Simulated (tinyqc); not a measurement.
## Step height from the transmission

Question. A single step up from edge 0 (mass mL) to edge U (mass mS) transmits T(E) = 4 vL vR/(vL + vR)^2 with v = k/m, k = sqrt(m (E - edge)/C), C = hbar^2/(2 m0). It is known that vR < vL. Find vR/vL and U.

Values chosen for this exercise: mass in the left lead mL = 0.2 m0; electron energy E = 0.928 eV; mass beyond the step mS = 0.27 m0.

T(E) = 0.77926389

Answer. The reflection amplitude is sqrt(1 - T(E)) = (1 - y)/(1 + y) with y = vR/vL < 1, and y^2 = (E - U) mL/(E mS).

vR/vL = 0.361
U = 0.765 eV

Program tinyqc, `OMP_NUM_THREADS=1 python tinyqc.py 2560027 2560028 out.jsonl`; Intel Xeon 2.30GHz, shared host, one thread, about 0.01 s.
